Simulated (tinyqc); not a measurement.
Debye-Callaway model of lattice thermal conductivity: one step, computed by the program tinyqc. Command: `OMP_NUM_THREADS=1 python tinyqc.py 3024558 3024559 out.jsonl callaway walk`. One thread of a shared host (Intel(R) Xeon(R) Processor @ 2.30GHz), about 0.01 s of CPU time with the checks.

Three acoustic branches with one velocity v, cut at omega_D = k_B Theta/hbar; x = hbar omega/(k_B T). v and Theta are separate inputs: Theta cuts off the heat-carrying modes, so C need not reach 3 k_B/V. gamma is an effective value that sets the umklapp rate.

Question. Scattering rates at one frequency. Rates: point defects A omega^4; umklapp B omega^2 T exp(-Theta/(b T)) with B = hbar gamma^2/(M v^2 Theta); normal processes f_N B omega^2 T (T/Theta)^2. Boundaries: v/L. The resistive time is tau_R = 1/(boundary + point-defect + umklapp rates), and the free path is v tau_R.

Inputs (values chosen for the exercise, for a model crystal):
```
quantity                              value        unit
sound velocity v                      10400         m/s
Debye temperature Theta                1070           K
mean atomic mass M                     89.6           u
effective Grueneisen parameter gamma  0.795           -
umklapp exponent divisor b                2           -
Casimir length L                        590  micrometre
normal-process factor f_N              0.87           -
temperature T                            77           K
probe frequency omega/omega_D          0.12           -
```

Sample: crystal. Point defects: isotopes. Normal processes: included.

Rayleigh coefficient A = 5.518038e-47 s^3

Constants: k_B = 1.380649e-23 J/K; hbar = 1.054571817e-34 J s; u = 1.6605390666e-27 kg.

Give: omega; Rates; tau_R; free path.

Answer.

omega = 1.681e+13 rad/s

Rates:
```
process        rate (1/s)  rate x tau_R
boundaries      1.763e+07        0.7971
point defects   4.406e+06        0.1993
umklapp             80898      0.003658
normal          3.795e+05       0.01716
```

tau_R = 4.522e-08 s

free path = 4.703e+05 nm

The strongest resistive process at this frequency: boundaries, 80 % of the resistive rate.
